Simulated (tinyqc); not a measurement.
From results to parameters: diatomic chain. Computed by the program tinyqc.

Problem. A chain of two alternating masses has one spring constant k; at the zone edge omega^2 = 2k/M and 2k/m, and wavenumber = 521.4708 sqrt(omega^2) with omega^2 in eV/(angstrom^2 u). Find k, the heavier mass and the optical wavenumber at q = 0.

wavenumbers at the zone edge (cm^-1): 172.093969  446.560914
lighter mass = 12.000000 u

Solution. The upper value gives k = m omega^2/2, the ratio of the squares gives M/m, and at q = 0 omega^2 = 2k (1/m + 1/M), the sum of the two.

k = 4.4000 eV/angstrom^2
heavier mass = 80.800 u
optical wavenumber at q = 0 = 478.5739 cm^-1
